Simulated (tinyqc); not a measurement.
sp3s* tight binding: one step. Levels at Gamma.

Inputs chosen for the exercise (near a published set for diamond, fitted to gaps, whose masses and valley positions are rough; not measured data): Esa = -4.533 eV (s level of the anion); Esc = -4.533 eV (s level of the cation); Epa = 3.85 eV (p level of the anion); Epc = 3.85 eV (p level of the cation); Vss = -22.678 eV (s-s); Vxx = 3.846 eV (px-px).

Question. At k = 0 only g0 = 1 is left and H falls into 2 x 2 blocks [[E_a, V], [V, E_c]] with roots (E_a + E_c)/2 -/+ sqrt(((E_a - E_c)/2)^2 + V^2); the s* levels stay uncoupled. The direct gap runs from the highest lower root of the p blocks to the lowest upper root.

Give: Blocks at Gamma (eV); direct gap at Gamma.

Answer.

Blocks at Gamma (eV):
```
block            E_a      E_c         V  lower root  upper root
s (Gamma1)   -4.5330  -4.5330  -22.6780    -27.2110     18.1450
p (Gamma15)   3.8500   3.8500    3.8460      0.0040      7.6960
```

direct gap at Gamma = 7.6920 eV

The lowest empty level at Gamma is p-like.

Program tinyqc; command `OMP_NUM_THREADS=1 python tinyqc.py 1452649 1452650 out.jsonl`; about 0.1 s on one thread of a shared Intel(R) Xeon(R) Processor @ 2.30GHz.
